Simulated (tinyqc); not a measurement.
Strain-driven roughening and islands of a mismatched epitaxial film: one step, computed by the program tinyqc.

Film and substrate share isotropic elastic constants; the film is coherent and biaxially strained.

Problem. Which shape at the volume V. Shallow faceted island (Tersoff form): E = 4 Gam V^(2/3) tan^(1/3)(theta) - 6 c V tan(theta), Gam = gamma [x/sin(theta) - 1/tan(theta)], x the facet energy over gamma, c = stress^2 (1 - nu)/(2 pi G). The two energies cross at V_x^(1/3) = 4 [Gam_2 t2^(1/3) - Gam_1 t1^(1/3)]/(6 c (t2 - t1)), t = tan(theta); mu = dE/dV.

Inputs (values chosen for the exercise, modelled on Si(0.5)Ge(0.5) on Si):

| quantity | value | unit |
|---|---|---|
| shear modulus G | 56.6 | GPa |
| Poisson ratio nu | 0.24 | - |
| surface energy gamma | 1.17 | J/m^2 |
| contact angle of the shallow shape theta_1 | 11.6 | degrees |
| contact angle of the steep shape theta_2 | 26.3 | degrees |
| facet energy of shape 1 over gamma | 0.9972 | - |
| facet energy of shape 2 over gamma | 1.024 | - |
| island volume V | 110000 | nm^3 |

stress = 3.878589 GPa

Gam of shape 2 = 0.3367199 J/m^2

Gam of shape 1 = 0.1025521 J/m^2

c = 0.03214881 GPa

Constants: e = 1.602176634e-19 C.

Give: E of shape 1; E of shape 2; crossing volume V_x; jump of mu at V_x, shape 2 less shape 1.

Solution.

E of shape 1 = -23717 eV

E of shape 2 = -50194 eV

crossing volume V_x = 3218.1 nm^3

jump of mu at V_x, shape 2 less shape 1 = -18.579 MJ/m^3

At V the steep shape is lower. At V_x the chemical potential drops, so islands that have turned steep grow at the cost of the shallow ones. Caution: the shallow-slope form overstates the relaxation of facets steeper than about 25 degrees.
